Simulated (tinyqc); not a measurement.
Changing the pipe length l: gas flow in a process chamber: flow regimes, conductance, effective pumping speed, pump-down, outgassing and purge. Computed by tinyqc, a small Python program. Command: `OMP_NUM_THREADS=1 python tinyqc.py 3121375 3121376 out.jsonl pump sweep`. One thread of a shared host (Intel(R) Xeon(R) Processor @ 2.30GHz), about 0.01 s of CPU time with the checks.

Ideal gas, isothermal flow, a pump of constant speed at the end of a round pipe; process gas, volume gas and outgassing are given the same properties. 1 sccm = 101325 Pa x 1e-6 m^3/60 s x T/273.15 K.

Inputs (values chosen for the exercise, modelled on nitrogen near room temperature):

| quantity | value | unit |
|---|---|---|
| molar mass M | 28.01 | g/mol |
| molecular diameter | 0.37 | nm |
| viscosity eta | 17.8 | micropascal s |
| temperature T | 350 | K |
| chamber volume V | 160 | L |
| pipe diameter d | 2.5 | cm |
| pump speed S | 9.6 | L/s |
| process gas flow | 28 | sccm |

Constants: k_B = 1.380649e-23 J/K; u = 1.6605390666e-27 kg.

Method:
- Mean speed c = sqrt(8 k_B T/(pi m)); aperture conductance C_a = c pi d^2/16; molecular pipe C_m = C_a/(1 + 3 l/(4 d)) (Dushman form); viscous pipe C_v = pi d^4 p_mean/(128 eta l); Knudsen interpolation C = C_v + C_m (1 + x)/(1 + 1.24 x), x = d p_mean sqrt(m/(k_B T))/eta.
- Effective speed 1/S_eff = 1/S + 1/C_m; time constant V/S_eff; pressure at which the free path k_B T/(sqrt2 pi d_m^2 p) equals d.
- Steady flow: the pump inlet is at p_2 = Q/S, and the chamber pressure p_1 solves Q = C((p_1 + p_2)/2) (p_1 - p_2). Residence time = p_1 V/Q.
- Knudsen number = free path at the mean pressure over d.

One run for each value:

| pipe length l (cm) | C_m (L/s) | S_eff in molecular flow (L/s) | chamber pressure p_1 (Pa) |
|---|---|---|---|
| 2 | 39.45 | 7.721 | 6.61 |
| 4.3 | 27.56 | 7.120 | 6.89 |
| 9.5 | 16.40 | 6.055 | 7.47 |
| 21 | 8.65 | 4.549 | 8.63 |
| 45 | 4.35 | 2.995 | 10.73 |
| 97 | 2.10 | 1.721 | 14.44 |
| 210 | 0.99 | 0.894 | 20.58 |
| 460 | 0.45 | 0.434 | 30.39 |
| 1000 | 0.21 | 0.205 | 45.22 |

Over the rows, C_m (L/s) falls from 39.5 to 0.210 (exponent d ln y / d ln x -0.47 between the first rows and -0.99 between the last); S_eff in molecular flow (L/s) falls from 7.72 to 0.205 (exponent d ln y / d ln x -0.11 between the first rows and -0.96 between the last); chamber pressure p_1 (Pa) rises from 6.61 to 45.2 (exponent d ln y / d ln x 0.055 between the first rows and 0.51 between the last).
